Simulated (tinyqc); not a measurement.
Strain-driven crossing of the Gamma and L valleys in a germanium-like crystal alloyed with tin: one step. The strain tensor for a uniaxial [111] load.

Biaxial loads: e0 is the in-plane strain e_par and the normal is free. (001): e_perp = -2 (C12/C11) e_par; exx = eyy = e_par, ezz = e_perp, no shear. (111): e_perp = -(2 C11 + 4 C12 - 4 C44)/(C11 + 2 C12 + 4 C44) e_par; exx = eyy = ezz = (2 e_par + e_perp)/3 and exy = eyz = ezx = (e_perp - e_par)/3. (110): e_perp = -(C11 + 3 C12 - 2 C44)/(C11 + C12 + 2 C44) e_par; exx = eyy = (e_par + e_perp)/2, ezz = e_par, exy = (e_perp - e_par)/2, eyz = ezx = 0. Uniaxial loads: a stress along n, scaled so that n.e.n = e0, with exx = s11 sxx + s12 (syy + szz), exy = s44 sxy/2, s11 = (C11 + C12)/((C11 - C12)(C11 + 2 C12)), s12 = -C12/((C11 - C12)(C11 + 2 C12)), s44 = 1/C44.

Values chosen for the exercise (near those of Ge, gaps at low temperature; shifted at random, so the results belong to these values and not to a real crystal):
- C11 = 126.6 GPa
- C12 = 49.2 GPa
- C44 = 66.5 GPa
- load = uniaxial [111] (kind of strain)
- e0 = 0.0237 (size of the strain)

Task: Form the tensor and its trace.

Give: strain tensor in the cubic axes; tr(e).

Result:

strain tensor in the cubic axes, rows x, y, z and columns alike:
$$\begin{pmatrix}
0.005407 & 0.009147 & 0.009147 \\
0.009147 & 0.005407 & 0.009147 \\
0.009147 & 0.009147 & 0.005407
\end{pmatrix}$$

tr(e) = 0.016220

Program tinyqc; command `OMP_NUM_THREADS=1 python tinyqc.py 1050772 1050773 out.jsonl`; about 0.01 s on one thread of a shared Intel(R) Xeon(R) Processor @ 2.30GHz.
